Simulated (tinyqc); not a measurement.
A chain with a side-coupled site and dephasing by Buettiker voltage probes: one step of the calculation.

Sites 1 to 2 form a chain with hopping -t, and site 3 hangs on site 1 by -ts. Lead L joins site 1 and lead R site 2, both semi-infinite chains with hopping -t and site energy 0. Every site carries a probe with self-energy -i Gamma_p/2 that draws no net current. Linear response at zero temperature: mu_L = 1, mu_R = 0 in units of the bias.

Task. Transmissions between terminals. With Gamma the broadening by one lead, T_RL = Gamma^2 |G_(2,1)|^2, T_pL = Gamma Gamma_p |G_(p,1)|^2, T_pR = Gamma Gamma_p |G_(p,2)|^2, T_pq = Gamma_p^2 |G_(p,q)|^2 for p != q.

Inputs (values chosen for the exercise): probe broadening Gamma_p gp = 0.68 eV.

G (1/eV):

|  | 1 | 2 | 3 |
|---|---|---|---|
| 1 | -0.0014612-0.1307720i | 0.1122033-0.0166847i | 0.4038547-0.0045127i |
| 2 | 0.1122033-0.0166847i | -0.0260533-0.2961518i | 0.0515261+0.3465101i |
| 3 | 0.4038547-0.0045127i | 0.0515261+0.3465101i | 0.0139362-1.6939782i |

Gamma = 4.3455610 eV

Find: T_RL; T_pL; T_pR; T_pq.

Result.

T_RL = 0.24300

| probe | T_pL | T_pR |
|---|---|---|
| 1 | 0.05054 | 0.03802 |
| 2 | 0.03802 | 0.26118 |
| 3 | 0.48201 | 0.36265 |

T_pq:

|  | 1 | 2 | 3 |
|---|---|---|---|
| 1 | 0.000000 | 0.005950 | 0.075426 |
| 2 | 0.005950 | 0.000000 | 0.056748 |
| 3 | 0.075426 | 0.056748 | 0.000000 |

Program tinyqc, `OMP_NUM_THREADS=1 python tinyqc.py 2700031 2700032 out.jsonl`; Intel Xeon 2.30GHz, shared host, one thread, about 0.01 s.
